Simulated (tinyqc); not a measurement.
Worked calculation: two-band tight binding of a puckered layer. Values are carried at full precision from step to step, so a last printed digit may differ when a step is redone from the rounded ones.

With X = kx ax/2 and Y = ky ay/2: h = t2 + 2 cos(Y) (t1 exp(iX) + t3 exp(-iX)) + t5 exp(2iX), d = 4 t4 cos(X) cos(Y), H = [[d, h], [h*, d]], E = d -/+ |h|.

Constants: hbar^2/2m0 = 3.80998211 eV angstrom^2.

Values chosen for the exercise (near a published set for monolayer black phosphorus; not measured data):
```
symbol  value         unit        meaning
ax      4.4           angstrom    period along x (armchair)
ay      3.32          angstrom    period along y (zigzag)
t1      -1.21         eV          along the zigzag
t2      3.671         eV          across the pucker
t3      -0.215        eV          second in the sheet
t4      -0.098        eV          same sublattice
t5      -0.05         eV          far across
k       (0.25, 0.18)  1/angstrom  wave vector
```

## One k point

Form X, Y, h, d and the levels.

X, Y (rad): 0.55000  0.29880

h = 1.3263-1.0386i eV
d = -0.3194 eV

levels (eV): -2.0039  1.3652

## Expansion about Gamma

h = h0 + i chi kx + gx kx^2 + gy ky^2 and d = 4 t4 + ex kx^2 + ey ky^2, with h0 = t2 + 2 t1 + 2 t3 + t5, chi = ax (t1 - t3 + t5), gx = -ax^2 ((t1 + t3)/4 + t5/2), gy = -ay^2 (t1 + t3)/4, ex = -t4 ax^2/2, ey = -t4 ay^2/2. The gap is 2 h0.

h0 = 0.7710 eV
gap = 1.5420 eV
chi = -4.5980 eV angstrom

gx, gy, ex, ey (eV angstrom^2): 7.3810  3.9267  0.9486  0.5401

## Masses

Electrons: c/(ex + gx + chi^2/(2 h0)) along x, c/(ey + gy) along y; holes: the same with -ex and -ey; c = hbar^2/2m0. The coefficients stand in the order gx, gy, ex, ey.

masses (m0):
```
               x       y
electron  0.1729  0.8530
hole      0.1891  1.1250
```

density-of-states mass sqrt(mx my) (m0): electron 0.3840, hole 0.4613

my/mx: electron 4.93, hole 5.95

Along x the term chi^2/(2 h0) = 13.71 eV angstrom^2 couples the bands and makes both carriers light; along y it is absent.

## Checks

- Electron mass along x against a finite difference of the band: both 0.1729.

Run: tinyqc, `OMP_NUM_THREADS=1 python tinyqc.py 1482091 1482092 out.jsonl`; Intel(R) Xeon(R) Processor @ 2.30GHz, one thread, shared host; about 0.01 s of CPU time with all checks.
